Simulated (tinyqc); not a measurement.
# Doping and flat-band voltage from the body effect

Problem. VT = Vfb + 2 phiF + gamma sqrt(2 phiF + Vsb), phiF = Vt ln(Na/ni), gamma = sqrt(2 q eps0 eps_r Na)/Cox, Cox = eps0 eox/tox. Find Na, gamma and Vfb from two thresholds.

Values chosen for this exercise; material values close to those of silicon: temperature T = 293 K; relative permittivity of the semiconductor eps_r = 11.6; relative permittivity of the gate insulator eox = 9.32; insulator thickness tox = 26 nm.

Constants: q = 1.602176634e-19 C, kB = 1.380649e-23 J/K, Vt = kB T/q, eps0 = 8.8541878128e-14 F/cm where lengths are in cm. Results are converted to the units shown.

VT at Vsb = 0 and 2 V (V): [1.9380336, 3.1120332]
ni = 4.0853547e9 cm^-3

Answer. The difference of the thresholds, gamma [sqrt(2 phiF + Vsb) - sqrt(2 phiF)], holds no Vfb and rises with Na, so it has one root; Vfb then follows from the first threshold.

Na = 7.70e17 cm^-3
gamma = 1.59 V^0.5
Vfb = -0.580 V

Numbers from tinyqc (`OMP_NUM_THREADS=1 python tinyqc.py 2360074 2360075 out.jsonl`; about 0.04 s on one thread of a shared Intel Xeon 2.30GHz).
